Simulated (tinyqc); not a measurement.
What each parameter does: quaternary alloy A(x)B(1-x)C(y)D(1-y) matched to a substrate.

Q(x,y) = x y Q_AC + x (1 - y) Q_AD + (1 - x) y Q_BC + (1 - x)(1 - y) Q_BD for the lattice constant. Gap, rule 1: Q(x,y) - x (1 - x)[y C_ABC + (1 - y) C_ABD] - y (1 - y)[x C_ACD + (1 - x) C_BCD]. Rule 2 (mean of ternaries): {x (1 - x)[y T_ABC(x) + (1 - y) T_ABD(x)] + y (1 - y)[x T_ACD(y) + (1 - x) T_BCD(y)]}/{x (1 - x) + y (1 - y)}, T_ABC(x) = x E_AC + (1 - x) E_BC - C_ABC x (1 - x), T_ACD(y) = y E_AC + (1 - y) E_AD - C_ACD y (1 - y), and alike. Only the Gamma valley is followed.

Matching a(x,y) = a_s gives x = (a_s - y a_BC - (1 - y) a_BD)/(y (a_AC - a_BC) + (1 - y)(a_AD - a_BD)).

Inputs chosen for the exercise (AC, AD, BC, BD near GaAs, GaP, InAs and InP; substrate near InP; shifted at random, so the results belong to these values and not to a real crystal):
```
symbol  value                         unit      meaning
a       (5.648, 5.443, 6.052, 5.864)  angstrom  lattice constants of AC, AD, BC, BD
Eg      (1.533, 2.901, 0.413, 1.425)  eV        gaps at Gamma of AC, AD, BC, BD
Cb      (0.446, 0.553, 0.195, 0.105)  eV        bowing of ABC, ABD, ACD, BCD
a_s     5.864                         angstrom  substrate
y       0.41                                    fraction of C
```

x is matched anew each time.

Results for these values:
```
case       x  rule 1 (eV)  rule 2 (eV)
base  0.1862       1.1511       1.2099
```

What happens to each result for Eg = (1.583, 2.901, 0.413, 1.425) eV, all else kept?

Answer: x does not change at the printed digits; rule 1 rises from 1.1511 to 1.1549; rule 2 rises from 1.2099 to 1.2137.

The same for each parameter in turn:
```
case                                            x  rule 1 (eV)  rule 2 (eV)
base                                       0.1862       1.1511       1.2099
y = 0.4                                    0.1816       1.1574       1.2153
a_s = 5.868 angstrom                       0.1765       1.1416       1.1988
Cb = (0.535, 0.664, 0.234, 0.126) eV       0.1862       1.1298       1.2003
Eg = (1.583, 2.901, 0.413, 1.425) eV       0.1862       1.1549       1.2137
a = (5.658, 5.443, 6.052, 5.864) angstrom  0.1880       1.1529       1.2120
```

Run: tinyqc, `OMP_NUM_THREADS=1 python tinyqc.py 1050129 1050130 out.jsonl`; Intel(R) Xeon(R) Processor @ 2.30GHz, one thread, shared host; about 0.01 s of CPU time with all checks.
